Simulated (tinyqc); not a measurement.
# Ferroelectric with a first-order transition, Landau-Devonshire energy: what changes with what

One domain with free energy u = al P^2 + be P^4 + ga P^6 - E P, al = a0 (T - T0), be < 0 < ga (P in uC/cm^2, E in kV/cm, u in mJ/cm^3). Equilibrium: E = 2 al P + 4 be P^3 + 6 ga P^5; a state is stable against small changes where dE/dP > 0. The coercive field is that of uniform switching, which real films, switching by domains, do not reach.

Inputs (values chosen for the exercise):
```
symbol,value,unit,meaning
a0,0.026,kV cm/(uC K),slope of the quadratic coefficient
T0,381,K,Curie-Weiss temperature
be,-0.0014,kV cm^5/uC^3,quartic coefficient
ga,5.1e-7,kV cm^9/uC^5,sixth-order coefficient
T,361,K,temperature
```

Constants: eps0 = 8.8541878128e-14 F/cm where lengths are in cm. Results are converted to the units shown.

Each table varies one quantity; the others keep the values above.

## Depolarisation in a thin film

Imperfect screening, an effective length ls = 0.018 nm at each electrode, adds the energy ls P^2/(eps0 t), so al becomes al + ls/(eps0 t) and T0 falls by ls/(eps0 a0 t) (short-circuited film, background permittivity neglected). Ps^2 = [-be + sqrt(be^2 - 3 al ga)]/(3 ga); Pc^2 = [-3 be + sqrt(9 be^2 - 15 al ga)]/(15 ga), Ec = -E(Pc); susceptibility chi = 1/(eps0 dE/dP). TC = T0 + be^2/(4 a0 ga), where u(Ps) = u(0); T1 = T0 + be^2/(3 a0 ga), where the polar minimum disappears.

Depolarisation in a thin film:

| t (nm) | fall of T0 (K) | Ps (uC/cm^2) | depolarising field 2 ls Ps/(eps0 t) (kV/cm) | u(Ps) (mJ/cm^3) |
|---|---|---|---|---|
| 120 | 65.16 | 34.34 | 116.4 | 274.0 |
| 190 | 41.15 | 40.08 | 85.77 | -615.1 |
| 290 | 26.96 | 41.99 | 58.87 | -1238 |
| 460 | 17.00 | 43.10 | 38.09 | -1707 |
| 730 | 10.71 | 43.73 | 24.36 | -2015 |
| 1200 | 6.516 | 44.13 | 14.95 | -2226 |
| 1800 | 4.344 | 44.33 | 10.01 | -2336 |
| 2900 | 2.696 | 44.48 | 6.237 | -2421 |
| 4500 | 1.738 | 44.57 | 4.027 | -2470 |

As the film thickens from 120 to 4500 nm, Ps rises from 34.3 to 44.6 uC/cm^2 (bulk 44.7) and the depolarising field falls from 116 to 4.03 kV/cm. The polar state is the lowest for t > 137 nm and exists at all for t > 113 nm.

## The upper branch of the loop

Same model as above.

P is the largest root of E(P) = Ea.

The upper branch of the loop:

| Ea (kV/cm) | P (uC/cm^2) | u (mJ/cm^3) | chi |
|---|---|---|---|
| -110 | 36.988 | 2042.8 | 2448.3 |
| -100 | 38.600 | 1664.2 | 1430.7 |
| -82 | 40.396 | 952.03 | 919.20 |
| -47 | 42.649 | -504.10 | 593.74 |
| 0 | 44.721 | -2560.0 | 425.23 |
| 58 | 46.621 | -5211.4 | 325.26 |
| 120 | 48.227 | -8153.3 | 264.81 |
| 230 | 50.477 | -13587 | 203.57 |
| 470 | 54.036 | -26155 | 140.56 |

What does the table show?

P rises from 37.0 to 54.0 uC/cm^2, and chi falls from 2450 to 141. The branch ends at -Ec = -116 kV/cm, P = 34.0 uC/cm^2, where dE/dP vanishes and chi diverges; there P still has 76 % of Ps.

Computed by the program tinyqc: `OMP_NUM_THREADS=1 python tinyqc.py 2860001 2860002 out.jsonl`, one thread of a shared Intel Xeon 2.30GHz, about 0.01 s for the whole run.
